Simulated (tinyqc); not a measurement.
Worked calculation: equation-of-state fits to an energy-volume table made by a known binding curve. Computed by tinyqc, a small Python program that keeps every step. Command: `OMP_NUM_THREADS=1 python tinyqc.py 3011454 3011455 out.jsonl eosfit walk`. One thread of a shared host (Intel(R) Xeon(R) Processor @ 2.30GHz), about 0.02 s of CPU time with the checks. Intermediate numbers are printed to about 6 digits and carried at full precision; extremes and crossings named in words are read from the listed rows.

With x = (V/V_0)^(1/3), the energy per atom is E = D [m x^-n - n x^-m]/(n - m), so that B0 = D n m/(9 V_0) and B' = (n + m + 6)/3. B' = dB/dP at P = 0.

Inputs (values chosen for the exercise, for a model crystal):

| quantity | value | unit |
|---|---|---|
| cohesive energy D | 7.19 | eV/atom |
| true volume V_0 | 15.8 | angstrom^3/atom |
| repulsive exponent n | 9 | - |
| attractive exponent m | 1 | - |
| half-width of the volume window w | 0.2 | - |
| shift of the window centre s | 0.029 | - |
| points N | 7 | - |
| compression V/V_0 for the pressure test | 0.8 | - |

Binding curve: Mie. Noise: none.

Constants: 1 eV/angstrom^3 = 160.2176634 GPa.

## Exact values of the curve

B0 and B' from the formulas above; P = -dE/dV at V = c V_0 (c the compression chosen), from the curve itself.

exact B0 = 72.9092 GPa

exact B' = 5.33333

exact pressure at c V_0 = 29.9352 GPa

## Energy-volume table

Table: V_j = V_0 [1 + s + w (2 j/(N - 1) - 1)], j = 0..N-1, rounded to 0.001; E_j from the curve, rounded to 1e-7 eV.

Table:

| V (angstrom^3) | E (eV) |
|---|---|
| 13.098 | -7.0329803 |
| 14.152 | -7.1405625 |
| 15.205 | -7.1844703 |
| 16.258 | -7.1871558 |
| 17.312 | -7.1628229 |
| 18.365 | -7.1208190 |
| 19.418 | -7.0673148 |

## Birch-Murnaghan fit

Third-order Birch-Murnaghan is a cubic in u = V^(-2/3): fit it by linear least squares, find the minimum, and take B0 = V E''(V), B' = -1 - V E'''/E'' there.

fitted E0 = -7.19009 eV

fitted V0 = 15.8002 angstrom^3

fitted B0 = 73.3215 GPa

fitted B' = 5.32801

root-mean-square residual = 0.0706968 meV

Against the exact curve V0 is off by +0.001 %, B0 by +0.57 % and B' by -0.1 %.

## Errors of the Birch-Murnaghan fit

Errors are fitted minus exact, relative; the pressure at c V_0 uses P = (3 B0/2) (x^7 - x^5) [1 + (3/4)(B' - 4)(x^2 - 1)], x = (V0/V)^(1/3) with the fitted values.

error of B0 = 0.565583 %

error of B' = -0.0998031 %

fitted pressure at c V_0 = 29.6784 GPa

error of that pressure = -0.857646 %

## Vinet fit by Gauss-Newton steps

Vinet: E = E0 + (9 B0 V0/h^2) {1 + [h (1 - x) - 1] exp(h (1 - x))}, P = 3 B0 (1 - x) x^-2 exp(h (1 - x)), x = (V/V0)^(1/3), h = (3/2)(B' - 1). Gauss-Newton steps on (E0, V0, B0, B'): solve J d = r by least squares, r the residuals and J their derivatives (central differences, relative step 1e-5); start from the parabola fit in V with B' = 4; stop when all relative changes are below 1e-7.

Iterations:

| step | E0 (eV) | V0 (angstrom^3) | B0 (GPa) | B' | rms residual (meV) |
|---|---|---|---|---|---|
| 0 | -7.18944 | 16.3095 | 72.2880 | 4.00000 | 25.7459 |
| 1 | -7.18675 | 15.8223 | 71.0374 | 5.27357 | 2.3539 |
| 2 | -7.19021 | 15.7996 | 73.8785 | 5.32109 | 0.1728 |
| 3 | -7.19022 | 15.8004 | 73.8836 | 5.31956 | 0.1670 |
| 4 | -7.19022 | 15.8004 | 73.8836 | 5.31956 | 0.1670 |
| 5 | -7.19022 | 15.8004 | 73.8836 | 5.31956 | 0.1670 |

B0, Vinet = 73.8836 GPa

B', Vinet = 5.31956

## Five forms on the same table

Murnaghan: E = E0 + (B0 V/B') [(V0/V)^B'/(B' - 1) + 1] - B0 V0/(B' - 1), P = (B0/B') [(V0/V)^B' - 1]. Birch-Murnaghan: E = E0 + (9 V0 B0/16) [y^3 B' + y^2 (2 - 4 y)], y = (V0/V)^(2/3) - 1; P = (3 B0/2) (x^7 - x^5) [1 + (3/4)(B' - 4)(x^2 - 1)], x = (V0/V)^(1/3). All are least-squares fits to the energies; for polynomials in V, B0 = V E'' and B' = -1 - V E'''/E'' at the minimum.

Fitted values:

| form | V0 (angstrom^3) | B0 (GPa) | B' | P at c V_0 (GPa) |
|---|---|---|---|---|
| exact | 15.8000 | 72.9092 | 5.33333 | 29.9352 |
| parabola in V | 16.3095 | 72.2880 | -1.00000 | - |
| cubic in V | 15.8390 | 81.6686 | 4.30863 | - |
| Murnaghan | 15.8002 | 71.5913 | 5.34029 | 30.7360 |
| Birch-Murnaghan | 15.8002 | 73.3215 | 5.32801 | 29.6784 |
| Vinet | 15.8004 | 73.8836 | 5.31956 | 29.3412 |

In B0 the Birch-Murnaghan form comes closest (+0.57 %) and the cubic in V form misses most (+12.01 %). A parabola in V has no third derivative, so its B' is -1 by construction. At c V_0, beyond the window, the pressure errors are Murnaghan +2.7 %, Birch-Murnaghan -0.9 %, Vinet -2.0 %; Murnaghan keeps B linear in P and so runs too stiff under compression.

## The width of the window

The table is made anew for each w.

Errors (%):

| w | B0, parabola | B0, cubic | B0, Murnaghan | B0, Birch-Murnaghan | B0, Vinet | B', Birch-Murnaghan |
|---|---|---|---|---|---|---|
| 0.03 | -16.645 | -1.173 | 0.179 | -0.051 | -0.122 | -0.856 |
| 0.05 | -16.041 | -0.688 | 0.090 | -0.027 | -0.063 | -0.825 |
| 0.08 | -14.562 | 0.514 | -0.123 | 0.034 | 0.081 | -0.748 |
| 0.12 | -11.462 | 3.061 | -0.549 | 0.158 | 0.377 | -0.597 |
| 0.16 | -6.949 | 6.821 | -1.119 | 0.334 | 0.794 | -0.382 |
| 0.22 | 2.866 | 15.238 | -2.188 | 0.703 | 1.656 | 0.068 |

The Birch-Murnaghan error of B0 is smallest among these at w = 0.05 (0.027 % in size); it is 0.051 % at the narrowest and 0.703 % at the widest.  At the widest window the errors of B0 are +2.9 % for the parabola and +15.2 % for the cubic in V. The parabola changes sign: it reports the mean curvature of the window, which the shift s biases one way and the width the other.

Checks made by the program: nonlinear Birch-Murnaghan fit against the linear one (relative difference below 1e-10).
